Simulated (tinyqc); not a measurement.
# Radius, Mott density and mass from the binding energy

Inverse problem. A donor has the isolated binding energy E0 = cc Ry, Ry = (m0 q^3/(8 eps0^2 h^2)) me/eps_r^2 in eV, radius a = q/(8 pi eps0 eps_r E0) and Mott density (0.26/a)^3. Find a, the Mott density and me.

Parameters, values chosen for the exercise: relative permittivity eps_r = 12.5; ratio of the true binding energy to the hydrogenic one cc = 1.

Constants: q = 1.602176634e-19 C, eps0 = 8.8541878128e-12 F/m, h = 6.62607015e-34 J s, m0 = 9.1093837015e-31 kg. Results are converted to the units shown.

E0 = 32.392434 meV

Solution. Each follows directly from E0.

a = 1.778 nm
Mott density = 3.126e18 cm^-3
me = 0.3720 m0

Computed by the program tinyqc: `OMP_NUM_THREADS=1 python tinyqc.py 2330135 2330136 out.jsonl`, one thread of a shared Intel Xeon 2.30GHz, about 0.01 s for the whole run.
